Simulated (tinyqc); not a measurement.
MOS inversion layer, Poisson-Schroedinger loop: one step of the calculation.

Electrons confined at an insulator interface at z = 0, treated as a hard wall; parabolic valleys, Hartree approximation, no image or exchange terms. The depletion charge lies far deeper than the electrons and gives a uniform field q Nd/(eps0 eps_r); the gate balances all charge. Energies are counted from the band edge at the interface.

Task. Density, output potential and mixing. n_i = sum_k N_k |psi_k|^2 (converted to cm^-3). Hartree part by Gauss: on the interval before node i the electrons still beyond are S_i = Ns - hz sum_(j<i) n_j, and U_i = U_(i-1) + q S_i hz/(eps0 eps_r) in eV, U_0 = 0 at the interface. Mixing: U(new) = U + a (U(out) - U).

Inputs (values chosen for the exercise); masses and permittivity close to those of silicon (110): relative permittivity eps_r = 11.6; sheet density of electrons Ns = 5e12 cm^-2; mixing factor a = 0.3.

Constants: q = 1.602176634e-19 C, eps0 = 8.8541878128e-14 F/cm where lengths are in cm. Results are converted to the units shown.

z, node 1 to 18 (nm): [0.94, 1.88, 2.82, 3.76, 4.7, 5.64, 6.58, 7.52, 8.46, 9.4, 10.34, 11.28, 12.22, 13.16, 14.1, 15.04, 15.98, 16.92]
N_k (cm^-2): A1 3.2950950e12, A2 3.8602950e11, B1 1.2042105e12, B2 1.1466500e11
U after round 1, node 1 to 18 (eV): [0.02199494, 0.04358940, 0.06386944, 0.08198037, 0.09752307, 0.11057890, 0.12148135, 0.13056585, 0.13804721, 0.14403431, 0.14860950, 0.15189731, 0.15408759, 0.15541749, 0.15613450, 0.15646158, 0.15657517, 0.15659729]
|psi|^2 of A1, node 1 to 18 (1/nm): [0.15181822, 0.32387792, 0.29654467, 0.17474436, 0.07729842, 0.02785263, 0.00859389, 0.00234796, 0.00058211, 0.00013350, 0.00002877, 0.00000590, 0.00000116, 0.00000022, 0.00000004, 0.00000001, 0.00000000, 0.00000000]
|psi|^2 of A2, node 1 to 18 (1/nm): [0.09973754, 0.10554308, 0.00595433, 0.04766569, 0.17014619, 0.22214322, 0.18570378, 0.11806493, 0.06206063, 0.02836738, 0.01166910, 0.00442708, 0.00157601, 0.00053217, 0.00017094, 0.00005156, 0.00001373, 0.00000243]
|psi|^2 of B1, node 1 to 18 (1/nm): [0.08945027, 0.22948961, 0.27092796, 0.21641548, 0.13464212, 0.07016178, 0.03199587, 0.01314790, 0.00497304, 0.00176034, 0.00059101, 0.00019022, 0.00005917, 0.00001787, 0.00000524, 0.00000147, 0.00000037, 0.00000006]
|psi|^2 of B2, node 1 to 18 (1/nm): [0.05314888, 0.09296853, 0.04243466, 0.00012739, 0.03519990, 0.11036262, 0.16336970, 0.17023246, 0.14289584, 0.10331998, 0.06695882, 0.03988732, 0.02217095, 0.01156276, 0.00562005, 0.00247190, 0.00090079, 0.00019724]

Wanted: n; U(out); U after round 2.

Result.

n, node 1 to 18 (in units of 1e19 cm^-3): [0.653, 1.395, 1.311, 0.855, 0.487, 0.275, 0.157, 0.089, 0.048, 0.025, 0.013, 0.007, 0.003, 0.002, 0.001, 0.000, 0.000, 0.000]
U(out), node 1 to 18 (eV): [0.0733, 0.1376, 0.1827, 0.2098, 0.2250, 0.2336, 0.2383, 0.2409, 0.2423, 0.2430, 0.2433, 0.2435, 0.2436, 0.2436, 0.2436, 0.2436, 0.2436, 0.2436]
U after round 2, node 1 to 18 (eV): [0.0374, 0.0718, 0.0995, 0.1203, 0.1358, 0.1475, 0.1565, 0.1637, 0.1693, 0.1737, 0.1770, 0.1794, 0.1809, 0.1819, 0.1824, 0.1826, 0.1827, 0.1827]

Program tinyqc, `OMP_NUM_THREADS=1 python tinyqc.py 2160035 2160036 out.jsonl`; Intel Xeon 2.30GHz, shared host, one thread, about 1 s.
